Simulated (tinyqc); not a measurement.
Splitting against the number of planes: valley splitting in a one-orbital chain of atomic planes (second-neighbour model).

Each (001) plane carries one orbital with energy e0, hopping v to the next plane and u to the second: E(phi) = e0 + 2 v cos(phi) + 2 u cos(2 phi), where phi = pi - k a/4 (the sign of every second orbital is chosen so that v > 0, which shifts the phase by pi). The minimum lies at cos(phi0) = -v/(4u), phi0 = pi - (pi/2) k0 for a valley at k0 (2 pi/a), and e0 puts it at zero. A slab of N planes has hard walls: the matrix simply ends.

Constants: hbar^2/2m0 = 3.80998211 eV angstrom^2.

Inputs chosen for the exercise (out of a larger set: near those of the Delta valleys of silicon; abrupt walls in this chain split the valleys several times more than measured wells; not measured data): a = 5.427 angstrom (lattice constant; planes lie a/4 apart); ml = 0.859 m0 (longitudinal mass); N0 = 33 (first number of planes).

u = 0.641575 eV
v = 0.634307 eV
e0 = 1.439930 eV
phi0 = 1.820553 rad

Ten slabs from N0 on, of thickness (N - 1) a/4 between the outer planes. Effective mass: E1 = (c/ml)(pi/W)^2 with W = (N + 2) a/4: the amplitude vanishes on two missing planes at each end, and the envelope has its nodes N + 2 spacings apart. Large-N estimate of the splitting: 16 pi^2 u |sin(phi0) sin((N + 2) phi0)|/(N + 2)^3.

Doublet (meV):
```
N,thickness (angstrom),mean level,effective mass,splitting,estimate
33,43.42,19.38,19.41,1.817,1.776
34,44.77,18.30,18.35,0.811,0.884
35,46.13,17.36,17.37,1.909,1.905
36,47.49,16.42,16.47,0.176,0.118
37,48.84,15.62,15.64,1.550,1.573
38,50.20,14.84,14.86,0.858,0.822
39,51.56,14.13,14.15,0.940,0.977
40,52.91,13.47,13.48,1.174,1.159
41,54.27,12.84,12.86,0.276,0.313
42,55.63,12.28,12.28,1.149,1.152
```

What does the comparison show?

The mean level falls smoothly, from 19.4 to 12.3 meV, within 0.3 % of the effective-mass value. The splitting swings between 0.176 (N = 36) and 1.909 meV (N = 35): one plane more or less changes the phase between the two walls by phi0 = 1.821 rad. The estimate misses the computed values by at most 0.073 meV.

Computed by tinyqc, a small Python program: `OMP_NUM_THREADS=1 python tinyqc.py 1451366 1451367 out.jsonl` (the numbers bound the seed that draws the inputs); one thread of a shared host (Intel(R) Xeon(R) Processor @ 2.30GHz), about 0.01 s for the whole set of steps.
